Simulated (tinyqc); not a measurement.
Inside a calculation. Method: extended Hueckel theory, for H4. One step of it, computed by the program tinyqc.

Task: Wolfsberg-Helmholz matrix. H_ij = K' S_ij (H_ii + H_jj)/2 for i != j (the diagonal keeps H_ii), with K' = K + D^2 + D^4 (1 - K), D = (H_ii - H_jj)/(H_ii + H_jj), K = 2.

overlap S, lower triangle:
```
          1H 1s     2H 1s     3H 1s     4H 1s
1H 1s  1.000000
2H 1s  0.523498  1.000000
3H 1s  0.451077  0.279112  1.000000
4H 1s  0.279112  0.451077  0.523498  1.000000
```

diagonal H_ii (eV): 1H 1s -13.600000, 2H 1s -13.600000, 3H 1s -13.600000, 4H 1s -13.600000

K = 2.000000

Give: H.

Result:

H (eV), lower triangle:
```
          1H 1s     2H 1s     3H 1s     4H 1s
1H 1s  -13.6000
2H 1s  -14.2391  -13.6000
3H 1s  -12.2693   -7.5918  -13.6000
4H 1s   -7.5918  -12.2693  -14.2391  -13.6000
```
